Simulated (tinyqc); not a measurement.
# Resistance of a tapered via with liner, size effect and interface: via resistance against the diameter at the bottom

A round via whose diameter grows from db at the bottom as D(z) = db + 2 z/tan(ang). The fill, of diameter D - 2 tl, starts above the bottom liner (thickness fb tl) and has rho = rho0 (1 + ks lam/(D - 2 tl)); the sidewall liner conducts in parallel with it. The bottom liner and the interface are crossed over the full area pi db^2/4. Spreading in the lines above and below is left out.

Slices between z0 = fb tl and hv, evaluated at their midpoints: conductance per length pi/4 [(D - 2 tl)^2/rho + (D^2 - (D - 2 tl)^2)/rl], slice resistance = slice height over that. 2000 slices. R_fill = sum of the slices; R_bottom = rl fb tl/(pi db^2/4); R_interface = ri/(pi db^2/4); ballistic (Sharvin) limit 1/(Sb pi (db - 2 tl)^2/4); ideal cylinder rho0 hv/(pi db^2/4).

Inputs (values chosen for the exercise); fill metal close to copper: height hv = 140 nm; sidewall angle ang = 88 degrees; bulk resistivity of the fill rho0 = 1.65 uohm cm; mean free path of the fill lam = 39 nm; size-effect factor ks = 1.4; liner on the sidewall tl = 1.5 nm; liner at the bottom over that on the sidewall fb = 0.5; resistivity of the liner rl = 230 uohm cm; interface resistivity at the bottom ri = 1.2e-12 ohm cm^2; ballistic conductance per area, about 3/(4 rho0 lam) Sb = 1.1e15 S/m^2.

Results:
columns A: db (nm); B: R_fill (ohm); C: R_bottom (ohm); D: R_interface (ohm); E: R (ohm); F: ballistic limit (ohm); G: R over ideal cylinder; H: largest part
```
A          B        C         D       E        F       G     H
6     763.89   61.009    4.2441  829.15   128.61  10.149  fill
8.3   270.04   31.882    2.2179  304.14   41.206  7.1238  fill
11    117.65   18.152    1.2627  137.07   18.086  5.6389  fill
22    17.918   4.5379   0.31568  22.771   3.2063  3.7473  fill
30    8.0577   2.4404   0.16977  10.668   1.5878  3.2643  fill
42    3.4608   1.2451  0.086615  4.7925  0.76101  2.8743  fill
58    1.5706  0.65289  0.045419  2.2689  0.38264  2.5951  fill
80   0.72952  0.34318  0.023873  1.0966  0.19523  2.3861  fill
```

Estimate the missing row, db = 16 nm.

Computed row:
columns A: db (nm); B: R_fill (ohm); C: R_bottom (ohm); D: R_interface (ohm); E: R (ohm); F: ballistic limit (ohm); G: R over ideal cylinder; H: largest part
```
A        B       C        D       E       F       G     H
16  41.680  8.5794  0.59683  50.856  6.8491  4.4265  fill
```

With this row back in the table: R falls from 829 to 1.10 ohm. The fill is the largest part at db = 6 and in all other rows. R goes as db^(-3.09) between the first two rows and db^(-2.26) between the last two; area alone gives -2.

Numbers from tinyqc (`OMP_NUM_THREADS=1 python tinyqc.py 2750103 2750104 out.jsonl`; about 0.01 s on one thread of a shared Intel Xeon 2.30GHz).
